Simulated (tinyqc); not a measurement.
Inside a calculation: delta-doped layer in the Thomas-Fermi potential. Values are carried at full precision from step to step, so a last printed digit may differ when a step is redone from the rounded ones.

All donors ionised in the plane z = 0, zero temperature, energies from the Fermi level EF of the Thomas-Fermi model, which lies at the bulk band edge; c = hbar^2/2m0, q = e^2/(4 pi eps0). Layer in a (001) plane: two valleys with m_z = ml, m_d = mt (unprimed) and four with m_z = mt, m_d = sqrt(ml mt) (primed); m3 = (ml mt^2)^(1/3), gv = 6. With n = (gv/3 pi^2)(m3 (-V)/c)^(3/2) and V'' = -(4 pi q/eps) n for z > 0, the solution is V = -b/(|z| + z0)^4 with sqrt(b) = 20/K, K = (4 pi q/eps)(gv/3 pi^2)(m3/c)^(3/2), and z0^5 = 4b/(e F0), e F0 = 2 pi q N/eps; 1e13/cm^2 = 1e-3/angstrom^2. Exchange and correlation are left out.

Constants: hbar^2/2m0 = 3.80998211 eV angstrom^2; e^2/(4 pi eps0) = 14.39964547 eV angstrom.

Inputs chosen for the exercise (near those of a delta-doped layer in Si; shifted at random, so the results belong to these values and not to a real crystal): ml = 0.94 m0 (longitudinal mass); mt = 0.195 m0 (transverse mass); eps = 11.7 (dielectric constant); N = 1.5 x 1e13/cm^2 (donor sheet density).

## The Thomas-Fermi well

Give K, b, e F0, z0 and the depth b/z0^4.

K = 0.079675 eV^(-1/2) angstrom^-2
b = 63011 eV angstrom^4
e F0 = 0.011599 eV/angstrom
z0 = 29.34 angstrom
depth = 0.0851 eV

Half of the electrons lie within |z| < (2^(1/5) - 1) z0 = 4.4 angstrom. The mean donor spacing in the plane is 25.8 angstrom, against a Bohr radius 0.529177 eps/m3 = 18.8 angstrom: the spacing is not small against it, so the smeared sheet is a crude model.

## Profile

V = -b/(|z| + z0)^4, n and the share of electrons beyond |z|, (z0/(|z| + z0))^5, at z = 0, 0.1, 0.25, 0.5, 1 and 2 times z0; n = (eps/(4 pi q)) 20 b/(|z| + z0)^6, q = e^2/(4 pi eps0), 1/angstrom^3 = 1e24/cm^3.

Profile:

| z (angstrom) | V (eV) | n (1e19/cm^3) | share beyond |
|---|---|---|---|
| 0.0 | -0.0851 | 12.8 | 1.000 |
| 2.9 | -0.0581 | 7.22 | 0.621 |
| 7.3 | -0.0348 | 3.35 | 0.328 |
| 14.7 | -0.0168 | 1.12 | 0.132 |
| 29.3 | -0.0053 | 0.200 | 0.031 |
| 58.7 | -0.0011 | 0.0175 | 0.004 |

## Subbands

Subbands solve -(c/m_z) psi'' + V psi = E psi on 1280 points of spacing z0/80; up to ten levels for each group, kept if bound with an rms width below 2.5 z0.

List the bound levels with their rms width.

Subbands:

| label | valleys g | m_d (m0) | E (eV) | rms z (angstrom) |
|---|---|---|---|---|
| 0 | 2 | 0.1950 | -0.0311 | 10.5 |
| 0' | 4 | 0.4281 | -0.0156 | 27.5 |
| 1 | 2 | 0.1950 | -0.0011 | 59.8 |

The lowest level lies 63 % of the way up the well, and 0' follows 15 meV higher.

## Filling the subbands

At zero temperature n_i = g m_d (mu - E_i)/(2 pi c) for E_i < mu, c = hbar^2/2m0; find mu from sum n_i = N (1e13/cm^2 = 1e-3/angstrom^2).

mu = -0.0014 eV

n_i in the order of the list (1e13/cm^2): 0.483  1.017  0.000

2 subbands filled in part, the lowest with 32 % of the electrons. The potential was built for a Fermi level at 0; filling its quantised levels puts mu 1.7 % of the depth below that; with so few subbands the Thomas-Fermi picture is crude, and a close match would be chance. The fullest is 0', with 68 %.

## Estimate from a V-shaped well

Near z = 0 the well is -depth + e F0 |z|, whose levels are a (c (e F0)^2/m_z)^(1/3) with a = 1.018793 (even) and 2.338107 (odd); c = hbar^2/2m0, m_z = ml, for the unprimed levels.

levels 0 and 1 (eV): -0.0018  0.1060

Level 0 comes out 29 meV too high, since screening flattens the true well away from the plane, and level 1 lands above the rim at 0.

## Checks

- Integral of the Thomas-Fermi density against N, 1e13/cm^2: both 1.500.
- Lowest level on a finer grid (z0/200), eV: both -0.031.

Program tinyqc; command `OMP_NUM_THREADS=1 python tinyqc.py 1250906 1250907 out.jsonl`; about 0.1 s on one thread of a shared Intel(R) Xeon(R) Processor @ 2.30GHz.
